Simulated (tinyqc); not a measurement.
Worked calculation: MP2 on RHF in the sto-6g basis, for H2, spin multiplicity 1. One step of it, computed by the program tinyqc.

Task: Second-order Moller-Plesset energy. E2 = sum_ijab (ia|jb) [2 (ia|jb) - (ib|ja)] / (e_i + e_j - e_a - e_b) over occupied i, j and virtual a, b; the opposite-spin part is (ia|jb)^2 / denominator, the rest is same-spin, and SCS-MP2 scales them by 6/5 and 1/3.

orbital energies (hartree): MO1 -0.549106, MO2 0.586323

Two-electron integrals over orbitals (pq|rs), unique and non-zero (hartree):
```
p,q,r,s,(pq|rs)
1,1,1,1,0.658522
2,1,2,1,0.186389
2,2,1,1,0.649853
2,2,2,2,0.683536
```

Hartree-Fock energy = -1.11530800 hartree

Give: Terms; Pair energies; MP2 correlation energy; SCS-MP2 correlation energy; MP2 total energy.

Result:

Terms:
```
i,j,a,b,(ia|jb),(ib|ja),denominator,term
1,1,2,2,0.186,0.186,-2.271,-0.015
```

Pair energies (hartree; pair i-j sums ij and ji):
```
pair,opposite spin,same spin
1-1,-0.015,0.000
```

MP2 correlation energy = -0.01530 hartree

SCS-MP2 correlation energy = -0.01836 hartree

MP2 total energy = -1.13061 hartree
